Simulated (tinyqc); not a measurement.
Tamm state at the end of a one-band chain: one step. The bound state. Three cases, with inputs chosen for the exercise.

Task: Amplitudes z^n solve the chain for E = -t (z + 1/z); the end site demands z = -t/D, bound if |z| < 1. Then E = D + t^2/D, weight on the end site 1 - z^2, decay length -a/ln|z|.

A half-infinite chain with site energy 0 and hopping -t, band E = -2t cos(ka); the end site has energy D. The surface Green function of the unperturbed half chain is g = (E -/+ sqrt(E^2 - 4t^2))/(2t^2), the root with |t g| <= 1 and Im g <= 0, and with the shift G = g/(1 - D g).

Give: z; E; weight on the end site; decay length of the amplitude.

Case 1.

Values chosen: t = 2.33 eV (hopping); D = -5.93 eV (shift of the end site); a = 3.4 angstrom (spacing).

Result:

z = 0.3929
E = -6.8455 eV
weight on the end site = 0.8456
decay length of the amplitude = 3.640 angstrom

The state lies 2.1855 eV below the band, and its amplitude keeps its sign from site to site.

Case 2.

Values chosen: t = 1.76 eV (hopping); D = 2.33 eV (shift of the end site); a = 3 angstrom (spacing).

Result:

z = -0.7554
E = 3.6594 eV
weight on the end site = 0.4294
decay length of the amplitude = 10.693 angstrom

The state lies 0.1394 eV above the band, and its amplitude alternates in sign from site to site.

Case 3.

Values chosen: t = 2.41 eV (hopping); D = -2.97 eV (shift of the end site); a = 3.3 angstrom (spacing).

Result:

z = 0.8114
E = -4.9256 eV
weight on the end site = 0.3416
decay length of the amplitude = 15.794 angstrom

The state lies 0.1056 eV below the band, and its amplitude keeps its sign from site to site.

Computed by tinyqc, one run a case: `OMP_NUM_THREADS=1 python tinyqc.py N N+1 out.jsonl` with N = 1452205, 1452478, 1452625; one thread of a shared Intel(R) Xeon(R) Processor @ 2.30GHz, about 0.01 s a run at most.
